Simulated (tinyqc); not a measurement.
Four-point probe, van der Pauw, Hall and spreading-resistance readings of a semiconductor layer: one step, computed by the program tinyqc.

The layer is uniform and ohmic; contacts are points unless a radius is given.

Problem. Four-point voltage. Collinear probes with equal spacing on a layer with insulating backing: images at depth 2 m t give V = (rho I/(2 pi s)) G, G = 1 + 4 sum_(m>=1) [1/sqrt(1 + (2 m u)^2) - 1/sqrt(4 + (2 m u)^2)], u = t/s; the sum runs to m = 20000, with the tail 3/(32 u^3 M^2) added to the sum for M = 20000. Limits: thick, rho = 2 pi s V/I; thin on an insulator, rho = (pi/ln 2) t V/I.

Inputs (values chosen for the exercise, modelled on n-type silicon): layer thickness t = 240 micrometre; probe spacing s = 1 mm; current I = 1 mA.

Backing of the layer: insulating.

resistivity rho = 0.04137560 ohm cm

Give: t/s; G; voltage V; rho by the thick formula; rho by the thin formula.

Solution.

t/s = 0.24

G = 5.776

voltage V = 0.3804 mV

rho by the thick formula = 0.2390 ohm cm

rho by the thin formula = 0.04138 ohm cm

The thick formula is off by +477.6 % and the thin one by 0.0 %.
